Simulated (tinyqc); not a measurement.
Van der Pauw, Hall and four-point-probe measurements on a doped layer: correction factor against the shape of the sample.

A uniform p-type layer with sheet resistance Rs = 1/(q ns mu), point contacts, low field (mu B small).

Rs = 1/(q ns mu). For a rectangle with contacts at the corners, RA = (8 Rs/pi) sum_(k>=0) ln coth((2k + 1) pi a/(2 b)) with current along a short side b and voltage along the opposite one, RB the same with a and b exchanged. ar = a/b. F = Rs/[(pi/ln 2)(RA + RB)/2]; small-asymmetry estimate 1 - (ln 2/2) d^2 - ((ln 2)^2/4 - (ln 2)^3/12) d^4 with d = (RB - RA)/(RB + RA).

Inputs (values chosen for the exercise): sheet density of the layer ns = 1.4e12 cm^-2; drift mobility mu = 180 cm^2/(V s).

Constants: q = 1.602176634e-19 C. Results are converted to the units shown.

Correction factor against the shape of the sample:
```
ar    RA (ohm)  RB (ohm)    RB/RA       F  estimate of F
1         5465      5465    1.000   1.000          1.000
1.34      1874   1.225e4    6.536  0.7740         0.7861
1.69     623.8   2.031e4    32.55  0.5221         0.6213
2.03     214.4   2.853e4    133.1  0.3803         0.5767
2.37     73.67   3.688e4    500.6  0.2958         0.5653
2.71     25.32   4.527e4     1788  0.2413         0.5623
3.06     8.431   5.394e4     6397  0.2026         0.5614
3.4      2.897   6.235e4  2.152e4  0.1753         0.5612
```

RB/RA rises from 1.00 to 21500 and F falls from 1.00 to 0.175. The estimate is 19 % above F at a/b = 1.69 and 3.20 times it in the last row. RA shrinks about as exp(-pi a/b): by a factor of 2.91 between the last two rows, against 2.91.

Program tinyqc, `OMP_NUM_THREADS=1 python tinyqc.py 2850138 2850139 out.jsonl`; Intel Xeon 2.30GHz, shared host, one thread, about 0.01 s.
